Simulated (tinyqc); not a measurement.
# Trap density from one capacitance

Question. Traps spread evenly through the insulator exchange electrons with the semiconductor by tunnelling, with tau(x) = t0 exp(2 ka x) at depth x from the interface. The admittance per area Y seen at depth x obeys dY/dx = -Y^2/(i w eps0 eox) + q Nb ln(1 + i w tau)/tau, with Y(0) = i w Cs and w = 2 pi f; the gate sees Y(tox) = G + i w C. Working variable y = Y/(i w), in uF/cm^2. Cox = eps0 eox/tox. Find Nb and G/w.

Inputs (values chosen for the exercise): relative permittivity of the insulator eox = 8.35; insulator thickness tox = 9.9 nm; semiconductor capacitance in accumulation Cs = 3.9 uF/cm^2; decay constant of the wave function in the insulator ka = 6.3 1/nm; time constant of a trap at the interface t0 = 2e-11 s; frequency f = 10000 Hz.

Constants: q = 1.602176634e-19 C, eps0 = 8.8541878128e-14 F/cm where lengths are in cm. Results are converted to the units shown.

C = 0.68472000 uF/cm^2

Answer. C rises steadily with Nb, so one density matches; in practice ka and t0 must come from the frequency dependence.

Nb = 9.90e19 cm^-3 eV^-1
G/w = 0.00724 uF/cm^2

tinyqc, about 0.6 s, one thread, Intel Xeon 2.30GHz (shared host): `OMP_NUM_THREADS=1 python tinyqc.py 2202141 2202142 out.jsonl`
